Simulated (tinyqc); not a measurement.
# Ballistic transport through the one-dimensional subbands of a rectangular nanowire or nanosheet channel, step by step

A worked calculation. Computed by tinyqc, a small Python program that keeps every step. Command: `OMP_NUM_THREADS=1 python tinyqc.py 3016324 3016325 out.jsonl wire walk`. One thread of a shared host (Intel(R) Xeon(R) Processor @ 2.30GHz), about 0.02 s of CPU time with the checks. Intermediate numbers are printed to about 7 digits and carried at full precision; extremes and crossings named in words are read from the listed rows.

Hard walls, parabolic subbands, transport along x. Energies are counted from the bulk conduction band edge at the top of the barrier, which the gate pulls down by U; the source Fermi level lies at the bulk edge when U = 0.

Inputs (values chosen for the exercise, modelled on silicon):
```
quantity,value,unit
light mass m_t,0.19,m_0
heavy mass m_l,0.93,m_0
height a,4.9,nm
width b,8,nm
equivalent oxide thickness t,1.2,nm
gate voltage above flat band V_G,0.36,V
drain voltage V_D,0.01,V
temperature T,77,K
mean free path for back-scattering lambda,16,nm
channel length L,28,nm
```

Valleys: silicon [100] wire.

Constants: hbar^2/(2 m_0) = 3.80998212 eV angstrom^2; k_B = 8.617333262e-05 eV/K; m_0 = 9.1093837015e-31 kg; k_B = 1.380649e-23 J/K; hbar = 1.054571817e-34 J s; eps_0 = 8.8541878128e-12 F/m; e = 1.602176634e-19 C; h = 6.62607015e-34 J s.

## Subbands

E_pq = (hbar^2 pi^2/2)(p^2/(m_y b^2) + q^2/(m_z a^2)); valley pairs: (m_x, m_y, m_z) = (m_t, m_t, m_l), (m_t, m_l, m_t), (m_l, m_t, m_t), each with degeneracy g = 2; the 10 lowest subbands are kept.

Subbands:
```
valley axis,p,q,E (meV),m_x (m_0)
z,1,1,47.7637,0.19
y,1,1,88.7461,0.19
z,1,2,98.2844,0.19
y,2,1,107.6993,0.19
x,1,1,113.3519,0.93
y,3,1,139.2878,0.19
z,2,1,140.5343,0.19
z,1,3,182.4854,0.19
y,4,1,183.5118,0.19
z,2,2,191.0550,0.19
```

The second subband lies 41.0 meV, or 6.18 k_B T, above the first; the lowest belongs to the valleys with the heavy mass across the height.

## Self-consistent barrier

F_j(eta) = (1/Gamma(j + 1)) int_0^infinity x^j/(1 + exp(x - eta)) dx, F_0 = ln(1 + exp(eta)). Integrals over x = E/(k_B T) use 160 Gauss-Legendre points in u = sqrt(x) from 0 to sqrt(max(eta, 0) + 32). With degeneracy g = 2, eta_i = (U - E_i)/(k_B T) and u = e V_D/(k_B T): line density n = sum_i g sqrt(2 m_x k_B T/pi)/(2 hbar) [F_-1/2(eta_i) + F_-1/2(eta_i - u)]; gate: e n = C_ox (V_G - U/e), C_ox = 3.9 eps_0 2 (a + b)/t (flat-plate estimate); I = (2 e k_B T/h) sum_i g [F_0(eta_i) - F_0(eta_i - u)].

C_ox = 742.4236 aF/micrometre

U = 104.7128 meV

Occupation:
```
subband,eta_i,n_i (1/nm),I_i (microampere)
1,8.58268,6.424241e-01,1.548942e+00
2,2.40631,2.680461e-01,1.287355e+00
3,0.96882,1.470233e-01,8.542073e-01
4,-0.45008,5.907299e-02,3.712778e-01
5,-1.30198,6.514481e-02,1.872073e-01
6,-5.21073,6.819610e-04,4.353923e-03
7,-5.39859,5.654797e-04,3.610272e-03
8,-11.72096,1.018206e-06,6.500786e-06
9,-11.87564,8.722889e-07,5.569171e-06
10,-13.01246,2.798639e-07,1.786805e-06
```

line density n = 1.182961 1/nm

ballistic current I = 4.256968 microampere

mean velocity I/(e n) = 0.2246051 1e7 cm/s

3 of the subbands lie below the source Fermi level; the lowest carries 36 % of the current with 54 % of the charge. The gate spends 29 % of V_G on moving the bands.

## Conductance, capacitance and scattering

Linear conductance G = (2 e^2/h) sum_i g f(eta_i), g = 2, f = 1/(1 + exp(-eta_i)), with the barrier frozen at the eta_i above; current per perimeter I/(2(a + b)); with scattering, transmission lambda/(lambda + L) and low-bias resistance (1 + L/lambda)/G.

open modes sum g f = 6.510249

ballistic conductance = 504.4201 microsiemens

current per perimeter = 164.9988 microampere/micrometre

transmission = 0.3636364

low-bias resistance with scattering = 5.451805 kiloohm

Even without scattering the wire has h/(2 e^2 M) = 1.98 kiloohm, which sits in the contacts.

## Gate sweep

Open modes are sum_i g/(1 + exp(-eta_i)). The last column is e dn/dV_G over C_ox, taken up to the next row.

Against the gate voltage:
```
V_G (V),U (meV),n (1/nm),I (microampere),open modes,C_g/C_ox
-0.250,-250.0000,4.076331e-21,2.602393e-20,6.502601e-20,3.086700e-14
-0.150,-150.0000,1.430329e-14,9.131442e-14,2.281674e-13,1.383237e-06
-0.032,-32.0002,7.563452e-07,4.828626e-06,1.206526e-05,3.120341e-01
0.098,57.4354,1.879700e-01,1.035736e+00,1.645734e+00,7.486023e-01
0.200,83.0780,5.417984e-01,1.908310e+00,2.840172e+00,8.555793e-01
0.330,101.8527,1.057199e+00,3.826239e+00,5.917599e+00,9.174921e-01
0.470,113.4038,1.652411e+00,5.628675e+00,8.248425e+00,9.347340e-01
0.630,123.8463,2.345437e+00,7.053920e+00,9.773960e+00,9.377305e-01
0.800,134.4321,3.084138e+00,8.091257e+00,1.109704e+01,9.379825e-01
1.000,146.8356,3.953431e+00,9.482930e+00,1.295635e+01,-
```

Between the first two rows the current rises one decade per 15 mV, against the limit ln(10) k_B T/e = 15 mV. Above threshold C_g/C_ox lies between 0.75 and 0.94: the quantum capacitance in series costs a visible part.

Checks made by the program: density of the lowest subband against a direct sum over k (relative difference 1e-09).
